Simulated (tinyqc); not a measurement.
# Changing the ramp rate

Model: implant damage, amorphisation by cascade overlap, and solid-phase epitaxial regrowth. Computed by tinyqc, a small Python program. Command: `OMP_NUM_THREADS=1 python tinyqc.py 3111665 3111666 out.jsonl sper sweep`. One thread of a shared host (Intel(R) Xeon(R) Processor @ 2.30GHz), about 0.02 s of CPU time with the checks.

Range and width of the damage are inputs. Dynamic annealing enters only through the surviving share f.

Inputs (values chosen for the exercise, modelled on arsenic ions in silicon):
```
quantity                           value    unit
atomic density N                    49.9  1/nm^3
ion Z1                                33       -
ion mass M1                         74.9       u
target Z2                             14       -
target mass M2                     28.09       u
ion energy E                         150     keV
displacement energy E_d               15      eV
depth of the damage peak R_d          74      nm
width of the damage profile s_d       35      nm
share of defects that survive f     0.86       -
critical displaced share x_c        0.12       -
dose Q                           2.5e+15  1/cm^2
regrowth prefactor v0              5e+15    nm/s
regrowth energy E_a                 2.72      eV
anneal temperature                   719       C
rate relative to (100)              0.04       -
peak enhancement by the dopant        10       -
```

Constants: a_0 = 0.529177210903 angstrom; e^2/(4 pi eps_0) = 14.39964548 eV angstrom; k_B = 8.617333262e-05 eV/K.

Method:
- Robinson partition: eps = E a M2/(Z1 Z2 (e^2/(4 pi eps_0)) (M1 + M2)), a = 0.8853 a_0/sqrt(Z1^(2/3) + Z2^(2/3)); k = 0.0793 Z1^(2/3) Z2^(1/2) (M1 + M2)^(3/2)/((Z1^(2/3) + Z2^(2/3))^(3/4) M1^(3/2) M2^(1/2)); damage energy T_d = E/(1 + k (eps + 0.40244 eps^(3/4) + 3.4008 eps^(1/6))); displacements nu = 0.8 T_d/(2 E_d).
- Displaced share x(z) = f nu Q exp(-(z - R_d)^2/(2 s_d^2))/(sqrt(2 pi) s_d N); the layer is amorphous where x > x_c, between R_d -/+ s_d sqrt(2 ln(x_max/x_c)), the upper edge being cut at the surface. Threshold dose Q_c = Q x_c/x_max.
- v = v0 x orientation factor x exp(-E_a/(k_B T)) x [1 + (enhancement - 1) exp(-(z - R_d)^2/(2 s_d^2))], T = anneal temperature + 273.15 K; the dopant is taken to follow the damage profile; the lower front moves from the lower edge z2 to the surface, or to the middle (z1 + z2)/2 of a buried layer with upper edge z1; time = int dz/v; the equivalent undoped distance is that time times the undoped velocity.
- On a linear ramp from 200 C regrowth ends at the T_f where int v_undoped dT/(ramp rate) equals the equivalent undoped distance.

One run for each value:
```
ramp rate (K/s)  temperature at which regrowth ends (C)
0.1                                               643.4
0.4                                               679.7
2                                                 725.5
7                                                 764.2
30                                                812.9
100                                               856.8
600                                               928.7
2000                                              982.2
10000                                            1061.4
```

Over the rows, temperature at which regrowth ends (C) rises from 643 to 1060 (exponent d ln y / d ln x 0.040 between the first rows and 0.048 between the last). Each decade of ramp rate adds between 60 and 113 K.

Caution (all rows): regrowth on (111) is not only slow but leaves twins, which a single velocity does not describe. Caution (rows 600, 2000, 10000): at such temperatures random nucleation in the amorphous layer can compete with epitaxial regrowth.

Extremes, crossings and ranges named in words are read from the listed rows.
